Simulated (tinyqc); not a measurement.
Worked calculation: k.p theory built from an empirical-pseudopotential calculation at Gamma. Values are carried at full precision from step to step, so a last printed digit may differ when a step is redone from the rounded ones.

Empirical pseudopotential on the fcc lattice, atoms at +/- tau, tau = a (1,1,1)/8, no spin-orbit coupling. H(G,G') = c (2 pi/a)^2 |k + G|^2 delta + VS(q) cos(q.tau) + i VA(q) sin(q.tau), q = G - G', c = hbar^2/2m0; k and G in units of 2 pi/a; VS at |q|^2 = 3, 8, 11 and VA at 3, 4, 11, in rydberg, zero elsewhere. The basis is fixed: all 59 G with |G|^2 up to Gcut. Energies are counted from the fourth level at Gamma.

Constants: hbar^2/2m0 = 3.80998211 eV angstrom^2; Ry = 13.60569312 eV.

Values chosen for the exercise (near those of GaP; not measured data):
- a = 5.444 angstrom (lattice constant)
- VS = (-0.218, 0.029, 0.069) Ry (symmetric form factors)
- VA = (0.12, 0.072, 0.021) Ry (antisymmetric form factors)
- Gcut = 12 (2 pi/a)^2 (largest |G|^2 of the fixed basis)

## Levels at Gamma

Diagonalise H at k = 0 and group equal levels.

Multiplets at Gamma:
```
multiplet,degeneracy,E (eV)
1,1,-13.1396
2,3,0.0000
3,1,2.5097
4,3,5.2067
5,2,9.1482
6,1,9.7793
7,3,13.6807
8,1,16.0970
9,3,29.0751
```

The lowest empty multiplet is a singlet at 2.510 eV; the lowest empty singlet (s-like) is multiplet 3.

## Mass of the s-like conduction level (multiplet 3)

For a multiplet A of d_A states, W(B) = (4 c/(3 d_A)) sum over n in A, m in B and i = x, y, z of |<n|G_i|m>|^2 (G in 1/angstrom, <n|G_i|m> = sum_G c_n(G)* G_i c_m(G)); the mean inverse mass of A is 1 + sum_B W(B)/(E_A - E_B). Multiplets with W = 0 are left out.

List the couplings (the first eight at most); W to the valence triplet is the Kane energy Ep.

Couplings:
```
multiplet B,degeneracy,E_B (eV),W (eV),W/(E_A - E_B)
2,3,0.0000,18.4185,7.3390
4,3,5.2067,0.1088,-0.0403
7,3,13.6807,0.2317,-0.0207
11,3,30.0636,0.2602,-0.0094
12,3,31.1337,0.4173,-0.0146
15,3,45.5402,0.0255,-0.0006
16,3,45.6285,0.0005,0.0000
19,3,47.1120,0.0100,-0.0002
```

sum over the higher multiplets = -0.0028
1/m = 8.2503

Ep = 18.42 eV. The valence triplet gives 7.34, all other levels together -0.09; m = 0.1212, against 0.1199 for two levels alone.

## Valence parameters

Fold all other levels onto the valence triplet: D(u) = c + 4 c^2 sum_m <n|u.G|m><m|u.G|n'>/(0 - E_m), in units of c. Along [100] its eigenvalues are L (once) and M (twice); along [111] (L + 2M + 2N)/3 (once) and (L + 2M - N)/3 (twice). Then g1 = -(L + 2M)/3, g2 = -(L - M)/6, g3 = -N/6.

eigenvalues along [100]: -7.687  -2.029  -2.029

eigenvalues along [111]: -10.119  -0.813  -0.813

L, M, N: -7.687  -2.029  -9.306

g1, g2, g3: 3.915  0.943  1.551

With spin-orbit coupling added at fixed g1, g2, g3 and large against the hole energy these give heavy and light masses along [100] of 0.493 and 0.172. The s-like level alone adds Ep/(3E) = 2.45 to g1. Local form factors fix Ep and the gap only roughly, so these values can lie far from measured ones.

## Checks

- 1/m of the s-like level from the sum against the curvature of the band: both 8.250.
- L and M against the curvatures along [100]: largest relative difference 6.9e-07.

Run: tinyqc, `OMP_NUM_THREADS=1 python tinyqc.py 1081516 1081517 out.jsonl`; Intel(R) Xeon(R) Processor @ 2.30GHz, one thread, shared host; about 0.6 s of CPU time with all checks.
